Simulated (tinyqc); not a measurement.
Strain, valley repopulation and piezoresistance in a many-valley conduction band: one step, computed by the program tinyqc.

Valleys are ellipsoids with mass m_l along the axis a and m_t across it, parabolic, with one constant relaxation time; strain shifts the valleys and leaves the masses alone. Currents are taken along [100], along the load, and along [010], across the load.

Question. Valley shifts. Herring-Vogt shift of a valley with unit axis a: dE = Xi_d tr(e) + Xi_u a.e.a.

Inputs (values chosen for the exercise, modelled on silicon): shear deformation potential Xi_u = 9.16 eV; dilation deformation potential Xi_d = 1.1 eV.

Valley axes: <100> (6 valleys in 3 pairs). Load: uniaxial [100].

strain tensor (%):
```
,x,y,z
x,0.2152278,0.0000000,0.0000000
y,0.0000000,-0.0600918,0.0000000
z,0.0000000,0.0000000,-0.0600918
```

Constants: k_B = 8.617333262e-05 eV/K.

Give: shifts dE; splitting (highest minus lowest).

Answer.

shifts dE (meV): x 20.76, y -4.46, z -4.46

splitting (highest minus lowest) = 25.22 meV
